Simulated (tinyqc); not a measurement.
# Density of surface states from the Kelvin-probe reading

Inverse problem. n-type bulk, xi = Ec - EF = Vt ln(Nc/Nd), p0 = ni^2/Nd, ni = sqrt(Nc Nv) exp(-Eg/(2 Vt)), Eg in volts. b is the upward band bending, u = b/Vt. Space charge per area, in units of q: Qc = sign(b) sqrt((2 eps0 eps_r Vt/q) [(Nd + dn)(exp(-u) - 1) + Nd u + (p0 + dn)(exp(u) - 1)]), with dn the excess density under light (flat quasi-Fermi levels; 0 in the dark). The states hold -Ds (E0 - xi - b): negative while the Fermi level lies above the neutrality level. Neutrality: Qc + Qf + (charge of the states) = 0. Work function chi + xi + b; contact potential difference CPD = (work function of the sample) - pt. Find b, Qc and Ds.

Inputs (values chosen for the exercise); band and dielectric values those of a made-up semiconductor: temperature T = 350 K; band gap Eg = 3.41 eV; relative permittivity eps_r = 12.5; conduction-band density of states at T Nc = 2.55e19 cm^-3; valence-band density of states at T Nv = 3.09e19 cm^-3; electron affinity chi = 3.57 eV; donor density Nd = 6.2e16 cm^-3; fixed positive charge at the surface Qf = 0 cm^-2; work function of the probe tip pt = 4.81 eV; depth of their neutrality level below the conduction edge E0 = 0.61 eV.

Constants: q = 1.602176634e-19 C, kB = 1.380649e-23 J/K, Vt = kB T/q, eps0 = 8.8541878128e-14 F/cm where lengths are in cm. Results are converted to the units shown.

CPD = -903.09259 mV

Solution. The CPD gives b, b gives Qc, and neutrality gives Ds.

b = 0.1554 V
Qc = 3.277e11 cm^-2
Ds = 1.200e12 cm^-2 eV^-1

Program tinyqc, `OMP_NUM_THREADS=1 python tinyqc.py 2430048 2430049 out.jsonl`; Intel Xeon 2.30GHz, shared host, one thread, about 0.01 s.
